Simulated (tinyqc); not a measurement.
Inside a calculation. Method: extended Hueckel theory, for H6+. The parameters take no account of the charge, which enters only through the electron count. Computed by tinyqc, a small Python program that keeps every step (integrals from PySCF). Settings: charge = 1, K = 1.75, weighted = 1, multiplicity = 2. Command: `OMP_NUM_THREADS=1 python tinyqc.py 27065 27066 out.jsonl` (the two numbers bound the seeds that draw the settings). One thread of a shared host (Intel(R) Xeon(R) Processor @ 2.60GHz), about 0.01 s of CPU time with the checks.

## Overlaps

Geometry (angstrom):
```
atom       x       y       z
H     0.0000  0.0000  0.0000
H     0.0000  0.0000  0.7350
H     0.0000  0.0000  1.8010
H     0.0000  0.0000  2.5360
H     0.0000  0.0000  3.6020
H     0.0000  0.0000  4.3360
```

Parameters chosen for this run:
```
element  shell  Slater exponent  H_ii (eV)
H           1s           1.3000   -13.6000
```

Slater orbitals, each expanded in six Gaussians scaled to its exponent.

overlap S:
```
        1H 1s   2H 1s   3H 1s   4H 1s   5H 1s   6H 1s
1H 1s  1.0000  0.6398  0.1432  0.0397  0.0051  0.0011
2H 1s  0.6398  1.0000  0.4304  0.1432  0.0215  0.0051
3H 1s  0.1432  0.4304  1.0000  0.6398  0.1432  0.0398
4H 1s  0.0397  0.1432  0.6398  1.0000  0.4304  0.1434
5H 1s  0.0051  0.0215  0.1432  0.4304  1.0000  0.6405
6H 1s  0.0011  0.0051  0.0398  0.1434  0.6405  1.0000
```

## Wolfsberg-Helmholz matrix

diagonal H_ii (eV): 1H 1s -13.6000, 2H 1s -13.6000, 3H 1s -13.6000, 4H 1s -13.6000, 5H 1s -13.6000, 6H 1s -13.6000

K = 1.7500

H_ij = K' S_ij (H_ii + H_jj)/2 for i != j (the diagonal keeps H_ii), with K' = K + D^2 + D^4 (1 - K), D = (H_ii - H_jj)/(H_ii + H_jj), K = 1.75.

H (eV):
```
          1H 1s     2H 1s     3H 1s     4H 1s     5H 1s     6H 1s
1H 1s  -13.6000  -15.2271   -3.4073   -0.9455   -0.1204   -0.0251
2H 1s  -15.2271  -13.6000  -10.2437   -3.4073   -0.5110   -0.1207
3H 1s   -3.4073  -10.2437  -13.6000  -15.2271   -3.4073   -0.9472
4H 1s   -0.9455   -3.4073  -15.2271  -13.6000  -10.2437   -3.4129
5H 1s   -0.1204   -0.5110   -3.4073  -10.2437  -13.6000  -15.2434
6H 1s   -0.0251   -0.1207   -0.9472   -3.4129  -15.2434  -13.6000
```

## Orbitals

valence electrons = 5

Solve H C = S C e through S^(-1/2); fill by pairs from the bottom, a degenerate level sharing its electrons equally; each orbital has its largest coefficient positive (the first on a tie).

orbital energies (eV): -19.1753  -17.7351  -14.9794  -1.6105  10.1593  28.1858

occupations: 2.0000  2.0000  1.0000  0.0000  0.0000  0.0000

coefficients:
```
          MO1      MO2      MO3      MO4      MO5      MO6
1H 1s  0.1964   0.3724  -0.4359   0.6741  -0.8055  -0.5445
2H 1s  0.2709   0.3823  -0.2287  -0.4676   0.9612   0.8856
3H 1s  0.3384   0.1126   0.4362  -0.6454  -0.3042  -1.2090
4H 1s  0.3385  -0.1119   0.4363   0.6465  -0.2986   1.2099
5H 1s  0.2713  -0.3820  -0.2286   0.4649   0.9610  -0.8891
6H 1s  0.1969  -0.3724  -0.4354  -0.6721  -0.8070   0.5476
```

sum of one-electron energies = -88.8003 eV

## Mulliken analysis

P = C n C^T; charge = valence electrons (H 1) minus the sum of (P S)_ii on the atom; overlap population = 2 sum P_ij S_ij between two atoms.

charges: 1H 0.1436, 2H 0.1243, 3H 0.2322, 4H 0.2324, 5H 0.1241, 6H 0.1434

Overlap populations:
```
pair      value
2-1    0.628066
3-1    0.007627
3-2    0.146024
4-1   -0.011164
4-2   -0.000547
4-3    0.504438
5-1   -0.000793
5-2   -0.003984
5-3   -0.000611
5-4    0.145815
6-1   -0.000022
6-2   -0.000796
6-3   -0.011188
6-4    0.007640
6-5    0.628736
```
